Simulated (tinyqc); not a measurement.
Incorporation against temperature: precursor delivery by bubblers, mass-transport growth and the solid composition of a III-V alloy. Computed by tinyqc, a small Python program. Command: `OMP_NUM_THREADS=1 python tinyqc.py 3021448 3021449 out.jsonl movpe_thermo walk`. One thread of a shared host (Intel(R) Xeon(R) Processor @ 2.30GHz), about 0.01 s of CPU time with the checks.

1 sccm = 44.615 micromol/min; 1 torr = 133.322 Pa. The sources decompose fully at the surface.

Inputs (values chosen for the exercise, modelled on triethylgallium (source 1) and trimethylindium (source 2) for the vapour pressures):

| quantity | value | unit |
|---|---|---|
| bath temperature T1 | 282 | K |
| bath temperature T2 | 306 | K |
| bubbler pressure p_b | 1400 | torr |
| carrier flow F1 | 160 | sccm |
| carrier flow F2 | 110 | sccm |
| total flow F_t | 14 | slm |
| group-V flow F_V | 26 | sccm |
| reactor pressure p | 100 | torr |
| growth temperature T | 950 | K |
| diffusivity at 273 K and 760 torr | 0.48 | cm^2/s |
| flow cross-section A | 62 | cm^2 |
| distance from the leading edge z | 5.3 | cm |
| lattice constant a | 5.57 | angstrom |
| interaction L0 of the solid | 21.9 | kJ/mol |
| log10 of p_B,eq over pure BC at 1000 K and 1 torr of group V (exaggerated: liquid indium has about -4.1) | -2.1 | log10 torr |
| enthalpy of that equilibrium H | 272 | kJ/mol |

Alloy: mixing on the group-III sites, with desorption of B.

constants a, b of source 1 (log10 torr, K): 8.087  2162

constants a, b of source 2 (log10 torr, K): 10.49  3014

Constants: k_B = 1.380649e-23 J/K; R = 8.314462618 J/(mol K).

Method:
- log10 p_v = a - b/T_bath; molar flow = F x 44.615 x p_v/(p_b - p_v) for a saturated bubbler.
- p_i = p n_i/(44615 F_t), F_t in slm; p_V = p F_V/(1000 F_t), counted per molecule supplied; V/III = 44.615 F_V/(n1 + n2); vapour fraction of source 2 = n2/(n1 + n2).
- Mean velocity u = (F_t/A)(760/p)(T/273); D = D0 (T/273)^1.75 (760/p); boundary layer delta = sqrt(pi D z/u); flux = D dp/(delta k_B T); growth rate = flux x a^3/4.
- A sticks fully. B desorbs: its surface pressure is p_B* = x gamma_B K/sqrt(p_V), ln gamma_B = L0 (1 - x)^2/(R T), K = 10^(log10 K at 1000 K) exp[-(H/R)(1/T - 1/1000)], p_V in torr. With equal diffusivities x = (p_2 - p_B*)/(p_1 + p_2 - p_B*). Growth rate = rate per torr x p_1/(1 - x).

p_2 = 0.00245935 torr

K/sqrt(p_V) = 0.00329467 torr

p_V = 0.185714 torr

vapour fraction of source 2 = 0.533227

p_1 = 0.00215285 torr

At fixed flows:

| T (K) | K/sqrt(p_V) (torr) | x | share of B incorporated, 1 - p_B*/p_2 |
|---|---|---|---|
| 807 | 7.3746e-06 | 5.3241e-01 | 9.9674e-01 |
| 847 | 5.0022e-05 | 5.2782e-01 | 9.7852e-01 |
| 883 | 2.4157e-04 | 5.0613e-01 | 8.9709e-01 |
| 910 | 7.2516e-04 | 4.3619e-01 | 6.7724e-01 |
| 942 | 2.4593e-03 | 9.0272e-02 | 8.6863e-02 |
| 973 | 7.4358e-03 | 2.4621e-02 | 2.2097e-02 |
| 1009 | 2.4678e-02 | 7.5681e-03 | 6.6755e-03 |
| 1062 | 1.2446e-01 | 1.6658e-03 | 1.4606e-03 |

x equals the vapour fraction 0.533 while gamma_B K/sqrt(p_V) is small against p_1 + p_2 = 0.0046 torr and falls once it is not. Between the last rows the apparent energy R d ln x/d(1/T) is 254 kJ/mol, against H = 272. Caution: the boundary layer is a quarter or more of the root of the cross-section, so it fills much of the channel and depletion along the flow matters. Caution: rows with 2 L0 x (1 - x) > R T lie inside the spinodal of the bulk alloy.

Extremes, crossings and ranges named in words are read from the listed rows.
